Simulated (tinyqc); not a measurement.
Worked calculation: FCI on RHF in the 6-311g basis, for H-, spin multiplicity 1. The basis has no diffuse functions, so it cannot describe the extra electron: this is an exercise in the method, not the real anion. Computed by tinyqc, a small Python program that keeps every step (integrals from PySCF). Settings: charge = -1, multiplicity = 1, basis = 6-311g, method = RHF, energy threshold = 1e-10, iteration cap = 75, orthogonalisation = canonical, start = atomic densities, DIIS depth = 6, ci = FCI. Command: `OMP_NUM_THREADS=1 python tinyqc.py 31780 31781 out.jsonl` (the two numbers bound the seeds that draw the settings). One thread of a shared host (Intel(R) Xeon(R) Processor @ 2.60GHz), about 0.07 s of CPU time with the checks. The early iterations of the SCF are left out here.

## One-electron integrals

Geometry (angstrom):
```
atom         x         y         z
H     0.000000  0.000000  0.000000
```

Basis 6-311g: exponents (1/bohr^2) and contraction coefficients of normalised primitives:
```
element  l (shell)   exponent  coefficient
H            s (1)  33.865000     0.025494
H            s (1)   5.094790     0.190373
H            s (1)   1.158790     0.852161
H            s (2)   0.325840     1.000000
H            s (3)   0.102741     1.000000
```

Overlap, kinetic and nuclear-attraction integrals over the contracted functions; the nuclear repulsion is the sum of Za Zb / Rab.

nuclear repulsion = 0 hartree

overlap S, order 1H 1s, 1H 2s, 1H 3s:
```
[[1.000000, 0.706377, 0.373664],
 [0.706377, 1.000000, 0.788963],
 [0.373664, 0.788963, 1.000000]]
```

kinetic energy T (hartree), order 1H 1s, 1H 2s, 1H 3s:
```
[[2.304348, 0.549119, 0.106346],
 [0.549119, 0.488760, 0.184881],
 [0.106346, 0.184881, 0.154112]]
```

nuclear attraction V (hartree), order 1H 1s, 1H 2s, 1H 3s:
```
[[-2.111097, -1.060726, -0.514994],
 [-1.060726, -0.910903, -0.582812],
 [-0.514994, -0.582812, -0.511496]]
```

core Hamiltonian H = T + V (hartree), order 1H 1s, 1H 2s, 1H 3s:
```
[[0.193252, -0.511607, -0.408648],
 [-0.511607, -0.422143, -0.397930],
 [-0.408648, -0.397930, -0.357384]]
```

## Two-electron integrals

Functions are numbered as in S; the eight-fold symmetry (ij|kl) = (ji|kl) = (kl|ij) leaves the list below.

Two-electron integrals (ij|kl) in chemists' order, unique and non-zero (hartree):
```
(11|11) 1.393035   (21|11) 0.822971   (21|21) 0.509703   (22|11) 0.822904
(22|21) 0.543028   (22|22) 0.644106   (31|11) 0.411256   (31|21) 0.257757
(31|22) 0.279868   (31|31) 0.130794   (32|11) 0.543681   (32|21) 0.365771
(32|22) 0.452669   (32|31) 0.189803   (32|32) 0.325140   (33|11) 0.494021
(33|21) 0.340115   (33|22) 0.445993   (33|31) 0.178035   (33|32) 0.331779
(33|33) 0.361682
```

## Orthogonalisation

S = U s U^T; canonical form X = U s^(-1/2), so that X^T S X = 1. Each column of U has its largest component positive (the first on a tie).

eigenvalues of S: [0.109211, 0.629350, 2.261439]

X, order 1H 1s, 1H 2s, 1H 3s:
```
[[-1.182805, 0.952862, 0.349221],
 [2.312658, -0.064800, 0.427480],
 [-1.552142, -0.822676, 0.370813]]
```

## Iteration 6 (converged): orbitals

converged F (hartree), order 1H 1s, 1H 2s, 1H 3s:
```
[[1.153994, -0.021484, -0.261960],
 [-0.021484, 0.169888, -0.038268],
 [-0.261960, -0.038268, 0.063977]]
```

Diagonalise F' = X^T F X, C = X C', fill 1 alpha and 1 beta electrons from the bottom; D = 2 C_occ C_occ^T. Each column has its largest component positive (the first on a tie).

F' = X^T F X (hartree):
```
[[2.107638, -1.091877, -0.102564],
 [-1.091877, 1.501048, 0.348594],
 [-0.102564, 0.348594, 0.094186]]
```

orbital energies (hartree): [-0.003713, 0.739018, 2.967567]

coefficients C, order 1H 1s, 1H 2s, 1H 3s:
```
[[0.174977, 0.085029, -1.546312],
 [0.174688, 1.488048, 1.813980],
 [0.764770, -1.437421, -0.756565]]
```

D after iteration 6, order 1H 1s, 1H 2s, 1H 3s:
```
[[0.061234, 0.061133, 0.267635],
 [0.061133, 0.061032, 0.267193],
 [0.267635, 0.267193, 1.169746]]
```

## Convergence

Stop when the energy changes by less than 1e-10 hartree and every element of the error matrix X^T (F D S - S D F) X is below 3e-06.

Course of the cycle:
```
iteration  E (hartree)     change  largest element of the error matrix
1          -0.30296545          -                             5.85e-01
2          -0.46492795  -1.62e-01                             4.84e-02
3          -0.46665775  -1.73e-03                             4.38e-03
4          -0.46667188  -1.41e-05                             1.36e-04
5          -0.46667188  -7.36e-09                             7.39e-08
6          -0.46667188  -5.94e-15                             3.53e-08
```

PySCF RHF in the same basis = -0.46667188 hartree

Converged in 6 iterations.

## Integrals over molecular orbitals

(pq|rs) = sum C_ip C_jq C_kr C_ls (ij|kl), one index at a time.

one-electron integrals over orbitals h = C^T H C (hartree):
```
[[-0.462958, -0.131518, 0.034441],
 [-0.131518, 0.000966, 0.148299],
 [0.034441, 0.148299, 1.874628]]
```

Two-electron integrals over orbitals (pq|rs), unique and non-zero (hartree):
```
(11|11) 0.459245    (21|11) 0.131518    (21|21) 0.102796    (22|11) 0.420424
(22|21) 0.120042    (22|22) 0.396446    (31|11) -0.034441   (31|21) -0.050137
(31|22) -0.050440   (31|31) 0.077965    (32|11) -0.099218   (32|21) -0.084884
(32|22) -0.101309   (32|31) 0.082157    (32|32) 0.106288    (33|11) 0.585452
(33|21) 0.253060    (33|22) 0.554751    (33|31) -0.175866   (33|32) -0.271735
(33|33) 1.026164
```

## FCI: determinants and Hamiltonian

Hartree-Fock energy = -0.46667188 hartree

Slater-Condon rules over spin orbitals, with the nuclear repulsion added and E(HF) subtracted on the diagonal.

Occupation strings over the orbitals (2 doubly, a alpha, b beta, 0 empty; spin orbitals ordered 1a 1b 2a 2b ...): 200 ab0 a0b ba0 b0a 020 0ab 0ba 002

H - E(HF) between determinants (hartree), order 200, ab0, a0b, ba0, b0a, 020, 0ab, 0ba, 002:
```
[[0.000000, 0.000000, 0.000000, 0.000000, 0.000000, 0.102796, -0.050137, 0.050137, 0.077965],
 [0.000000, 0.425104, 0.049081, -0.102796, 0.050137, -0.011476, -0.084884, 0.015999, 0.082157],
 [0.000000, 0.049081, 2.463793, 0.050137, -0.077965, -0.084884, 0.121542, -0.082157, -0.141426],
 [0.000000, -0.102796, 0.050137, 0.425104, 0.049081, 0.011476, 0.015999, -0.084884, -0.082157],
 [0.000000, 0.050137, -0.077965, 0.049081, 2.463793, 0.084884, -0.082157, 0.121542, 0.141426],
 [0.102796, -0.011476, -0.084884, 0.011476, 0.084884, 0.865049, 0.046990, -0.046990, 0.106288],
 [-0.050137, -0.084884, 0.121542, 0.015999, -0.082157, 0.046990, 2.897017, -0.106288, -0.123437],
 [0.050137, 0.015999, -0.082157, -0.084884, 0.121542, -0.046990, -0.106288, 2.897017, 0.123437],
 [0.077965, 0.082157, -0.141426, -0.082157, 0.141426, 0.106288, -0.123437, 0.123437, 5.242092]]
```

## FCI: roots

Diagonalise (each vector has its largest component positive (the first on a tie)); all determinants have Ms = 0, so triplets appear too. The lowest singlet root is the correlation energy.

lowest roots of this matrix, relative to E(HF) (hartree): [-0.014960, 0.315528, 0.520494, 0.864286, 2.387387, 2.470382, 2.795949, 3.059906]

lowest vectors, order 200, ab0, a0b, ba0, b0a, 020, 0ab, 0ba, 002:
```
[[0.992612, 0.000000, 0.000301, 0.118552],
 [0.002709, 0.705990, 0.705635, -0.031534],
 [-0.006020, -0.034218, -0.002096, 0.051276],
 [-0.002709, 0.705990, -0.705635, 0.031534],
 [0.006020, -0.034218, 0.002096, -0.051276],
 [-0.117561, 0.000000, 0.046086, 0.988304],
 [0.018329, 0.020192, 0.026768, -0.026636],
 [-0.018329, 0.020192, -0.026768, 0.026636],
 [-0.011892, 0.000000, -0.024325, -0.023112]]
```

<S^2> of these roots: [0.000000, 2.000000, 0.000000, 0.000000, 2.000000, 0.000000, 2.000000, 0.000000]

weight of the ground state by excitation level 0, 1, 2, ...: [0.985279, 0.000087, 0.014634]
